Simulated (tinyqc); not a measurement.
Frenkel-Kontorova chain: a misfit dislocation (kink) in a monolayer on a periodic substrate. Which input was changed? Computed by tinyqc, a small Python program. Command: `OMP_NUM_THREADS=1 python tinyqc.py 3014916 3014917 out.jsonl fkchain which`. One thread of a shared host (Intel(R) Xeon(R) Processor @ 2.30GHz), about 0.08 s of CPU time with the checks.

E = sum_j [(k/2)(x_(j+1) - x_j - b)^2 + (W/2)(1 - cos(2 pi x_j/a))], x_j = a (j + u_j). A kink takes u from 0 to 1: the chain is stretched by one period and has one atom fewer than wells.

Inputs (values chosen for the exercise, for a model overlayer):

| quantity | value | unit |
|---|---|---|
| spring constant k | 1.26 | eV/angstrom^2 |
| substrate period a | 2.89 | angstrom |
| corrugation W | 0.46 | eV |
| misfit f = (b - a)/a | 0.18 | - |
| atoms on each side n | 9 | - |
| atomic mass M | 108 | u |

Relaxation: Newton steps.

Constants: nu for 1 eV/(angstrom^2 u) = 15.6333042 THz.

Method:
- l0 = sqrt(k a^2/(2 W)); kink u(j) = (2/pi) arctan exp(pi j/l0); kink energy at f = 0: E0 = (4/pi) W l0; with misfit E0 - k a^2 f; kinks become favourable at f_c = 2/(pi l0), and a coherent chain with free ends loses stability at f_m = 1/l0. Lowest vibration of the flat chain: nu0 = 15.6333042 THz x sqrt(2 pi^2 W/(a^2 M)).
- Discrete chain at f = 0, ends held at u = 0 and 1: E = (k a^2/2) sum (u_(j+1) - u_j)^2 + (W/2) sum (1 - cos 2 pi u_j), gradient g_j = k a^2 (2 u_j - u_(j-1) - u_(j+1)) + pi W sin(2 pi u_j), Hessian 2 k a^2 + 2 pi^2 W cos(2 pi u_j) on the diagonal and -k a^2 beside it.
- Start as above (continuum shape at j + 1/2, j = -n..n-1, l0 = sqrt(k a^2/(2 W))). u(new) = u - H^-1 g; stop when the largest gradient is below 1e-9 eV.

Problem. One of these inputs alone was changed, within the range given: spring constant k (0.63 to 2.52); substrate period a (1.445 to 5.78); misfit f = (b - a)/a (0.09 to 0.36); atomic mass M (54 to 216). Which one, and to what value?

Results:

| run | energy, centre between atoms (eV) | kink energy E0 (eV) | gap frequency nu0 (THz) |
|---|---|---|---|
| before | 1.953821 | 1.980875 | 1.568501 |
| after | 2.166617 | 2.189940 | 1.568501 |

Solution.

Each candidate set to reproduce energy, centre between atoms, and what it then gives:

| candidate | range searched | value needed | kink energy E0 (eV) | gap frequency nu0 (THz) |
|---|---|---|---|---|
| spring constant k (eV/angstrom^2) | 0.63 to 2.52 | 1.540 | 2.1899 | 1.5685 |
| substrate period a (angstrom) | 1.445 to 5.78 | 3.195 | 2.1899 | 1.4188 |
| misfit f = (b - a)/a | 0.09 to 0.36 | no effect | - | - |
| atomic mass M (u) | 54 to 216 | no effect | - | - |

Only spring constant k fits every result: it went from 1.26 to 1.54 eV/angstrom^2. The next best candidate, substrate period a, misses one result by 9.5 %.
